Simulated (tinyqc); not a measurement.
Worked calculation: effective-mass impurity with a central-cell term, in a basis of Slater functions. Computed by tinyqc, a small Python program that keeps every step. Command: `OMP_NUM_THREADS=1 python tinyqc.py 3004569 3004570 out.jsonl centralcell walk`. One thread of a shared host (Intel(R) Xeon(R) Processor @ 2.30GHz), about 0.01 s of CPU time with the checks. Intermediate numbers are printed to about 7 digits and carried at full precision; extremes and crossings named in words are read from the listed rows.

The envelope obeys H = -nabla^2 - (2/r) [Z + A exp(-kappa r)] in effective units, with kappa = a*/lambda; positive A deepens the well near the core.

Inputs (values chosen for the exercise, with screening close to that of GaN):
```
quantity                   value      unit
effective mass m           0.724       m_0
dielectric constant eps      9.4         -
charge Z of the core           1         -
central-cell strength A     0.89         -
central-cell range lambda    1.7  angstrom
basis size n                   3         -
smallest exponent zeta_1     0.3      1/a*
ratio beta of exponents        3         -
```

Impurity: acceptor, one isotropic band.

Constants: Ry = 13.605693123 eV; a_0 = 0.529177210903 angstrom.

## Effective units

Units: Ry* = Ry m/eps^2 and a* = a_0 eps/m, with m in m_0. kappa = a*/lambda; the hydrogenic ground state is bound by Z^2 Ry*.

Ry* = 111.4817 meV

a* = 6.870533 angstrom

kappa = 4.041490 1/a*

hydrogenic binding energy = 111.4817 meV

Caution: the effective Bohr radius is only a few bond lengths, so the envelope approximation is rough.

## Matrices over the s basis

zeta_i = zeta_1 beta^(i-1), i = 1..n. For s functions exp(-zeta r), with s = zeta_i + zeta_j: S = 2/s^3, T = zeta_i zeta_j S, V = -2 Z/s^2, W = -2 A/(s + kappa)^2; each function is normalised by dividing by sqrt(S_ii S_jj).

exponents (1/a*): 0.3  0.9  2.7

overlap S:
```
          1         2         3
1  1.000000  0.649519  0.216000
2  0.649519  1.000000  0.649519
3  0.216000  0.649519  1.000000
```

kinetic T (Ry*):
```
           1          2         3
1       0.09  0.1753701   0.17496
2  0.1753701       0.81  1.578331
3    0.17496   1.578331      7.29
```

Coulomb V (Ry*):
```
            1           2          3
1        -0.6  -0.7794229     -0.648
2  -0.7794229        -1.8  -2.338269
3      -0.648   -2.338269       -5.4
```

central cell W (Ry*):
```
              1            2           3
1  -0.008923371  -0.03635935  -0.1046835
2   -0.03635935   -0.1521109  -0.4618844
3    -0.1046835   -0.4618844   -1.572136
```

## Generalised eigenproblem

(T + V + W) c = E S c with c^T S c = 1 and the largest component positive.

two lowest levels (Ry*): -1.259898  -0.272908

coefficients of the lowest state: -0.1356271  0.9268580  0.2107642

<T> = 1.583888 Ry*

<W> = -0.3660049 Ry*

## Converged levels

Large basis: zeta_i = 0.06 x 1.6^(i-1), i = 1..22, same formulas; for p functions r exp(-zeta r): S = 24/s^5, T = zeta_i zeta_j S (centrifugal term included), V = -12 Z/s^4, W = -12 A/(s + kappa)^4; overlap eigenvalues below 1e-11 are dropped. Binding energies are -E Ry*; the effective quantum number is nu = Z/sqrt(-E); |psi(0)|^2 is given relative to the hydrogenic Z^3/(pi a*^3).

1s binding energy = 142.3667 meV

2s binding energy = 31.09589 meV

2p binding energy = 27.95009 meV

effective quantum number of 1s = 0.8849070

relative |psi(0)|^2 = 2.920332

The central cell moves 1s by +30.885 meV, 2s by +3.225 meV and 2p by +0.0797 meV: p states vanish at the core, so the 2p level gives the hydrogenic scale and 1s the chemical shift. The small basis lies 1.9 meV above the converged 1s level.

## Chemical shift by three methods

First order: shift = 8 A Z^3/(2 Z + kappa)^2 Ry*. One exponent: minimise zeta^2 - 2 Z zeta - 8 A zeta^3/(2 zeta + kappa)^2 by golden section on 0.2 to 6 Z. All shifts are the binding beyond Z^2 Ry*.

Shift of the 1s binding energy (meV):
```
A       first order  one exponent  large basis
-0.890    -21.74680     -17.17015    -16.36376
-0.445    -10.87340      -9.59355     -9.36025
0.089       2.17468       2.23420      2.24529
0.223       5.44892       5.83822      5.91076
0.445      10.87340      12.53725     12.84565
0.890      21.74680      29.50256     30.88497
1.110      27.12242      40.20398     42.45089
```

The three columns are ordered, first order <= one exponent <= large basis, since each is a variational bound with more freedom. At the largest attractive A first order gives 64 % and one exponent 95 % of the shift; at the most repulsive A the true shift is -16.364 meV against -21.747. Attraction pulls the envelope in and feeds itself, repulsion pushes it out and saturates.

## Convergence with the basis

The error is the lowest level above the large-basis value.

Error of the 1s level:
```
n  error (meV)  largest exponent (1/a*)
1     84.51621             3.000000e-01
2     12.76410             9.000000e-01
3      1.91107             2.700000e+00
4      1.76176             8.100000e+00
5      1.69436             2.430000e+01
6      1.67709             7.290000e+01
7      1.67278             2.187000e+02
8      1.67171             6.561000e+02
```

The error falls from 84.5 to 1.67 meV. The last function changes it by less than 5 %: it has levelled off, and what remains is set by beta and zeta_1, not by the range of exponents.

Checks made by the program: the large basis at A = 0 against Z^2, Z^2/4 and Z^2/4 (relative difference 5e-06).
